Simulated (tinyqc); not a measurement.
A run and its error bars: classical Heisenberg spin chain: exact results, Metropolis, heat-bath and over-relaxation steps, and a Monte Carlo run. Computed by tinyqc, a small Python program. Command: `OMP_NUM_THREADS=1 python tinyqc.py 3130453 3130454 out.jsonl heismc walk`. One thread of a shared host (Intel(R) Xeon(R) Processor @ 2.30GHz), about 0.1 s of CPU time with the checks.

E = -J sum_i s_i . s_(i+1) for unit vectors s_i on an open chain; K = J/(k_B T).

Inputs (values chosen for the exercise, for a model chain of large moments):
```
quantity,value,unit
coupling J,16,meV
temperature T,143,K
moment mu,7,mu_B
length N of the open chain,12,-
seed,624057,-
```

Update: heat bath.

Constants: k_B = 8.617333262e-05 eV/K; mu_B = 5.7883818060e-05 eV/T.

Method:
- Each bond angle is independent, so u = <s_i . s_(i+1)> = coth K - 1/K, <s_i . s_(i+n)> = u^n, correlation length xi = -1/ln|u|, energy per bond -J u, heat capacity per bond c/k_B = 1 - K^2/sinh^2 K, and for the long chain chi = mu^2 (1 + u)/(3 k_B T (1 - u)) per spin.
- For N spins, <|sum s|^2>/N = (1 + u)/(1 - u) - 2 u (1 - u^N)/(N (1 - u)^2); the long chain has (1 + u)/(1 - u), chi over the Curie value, and the difference is relative to it.
- From the ordered state (alternating for J < 0), with each spin drawn from exp(h . s), h = K x sum of neighbours, 200 sweeps are discarded and 1600 recorded (even and odd sites in turn; random numbers not printed, so these rows are one sample). Errors are the scatter of block means over sqrt(number of blocks).

K = 1.29841

u = 0.390844

<|sum s|^2>/N = 2.10769

Blocking:
```
block length,mean bond product,error,<|sum s|^2>/N,error
1,0.38646,0.0037025,2.0578,0.035974
4,0.38646,0.0038556,2.0578,0.042495
16,0.38646,0.0040013,2.0578,0.044494
40,0.38646,0.0042110,2.0578,0.049672
80,0.38646,0.0041967,2.0578,0.052852
```

What does the comparison show, and why?

With blocks of 40 the bond product is 1.0 error bars from the exact u = 0.3908, and <|sum s|^2>/N is 1.0 from the exact 2.108. Blocking to 40 changes the two errors by factors 1.1 and 1.4.
